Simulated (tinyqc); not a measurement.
A ladder of methods, and size consistency: correlation methods against full CI in the sto-3g basis, for H4, spin multiplicity 1. Computed by the program tinyqc with PySCF. All electrons correlated; +Q is the Davidson correction (1 - c0^2) E_corr. The last columns treat two copies 100 angstrom apart as one system. FCI is the lowest singlet.

Geometry (angstrom):
```
atom       x       y       z
H     0.0000  0.0000  0.0000
H     0.0000  0.0000  1.0610
H     0.0000  0.0000  2.2600
H     0.0000  0.0000  3.3200
```

RHF energy of one = -2.082771 hartree

Correlation energies (hartree):
```
method   E_corr of one  share of FCI (%)  E_corr of two at 100 angstrom  two minus twice one (mhartree)
MP2          -0.044939           59.2948                      -0.089878                          0.0000
CISD         -0.073610           97.1243                      -0.138351                          8.8694
CISD+Q       -0.078643          103.7647                      -0.154044                          3.2417
CCSD         -0.075676           99.8500                      -0.151352                          0.0000
CCSD(T)      -0.075789           99.9998                      -0.151579                          0.0000
FCI          -0.075789          100.0000                              -                               -
```

What does the comparison show, and why?

MP2 recovers 59 %, CISD 97.1 % and CCSD 99.8 % of the FCI value (c0^2 = 0.932 in CISD). MP2 and coupled cluster are size consistent, so their last column vanishes; CISD loses 8.87 mhartree, since a double excitation on each copy is a quadruple of the pair, and the Davidson correction leaves +3.24.
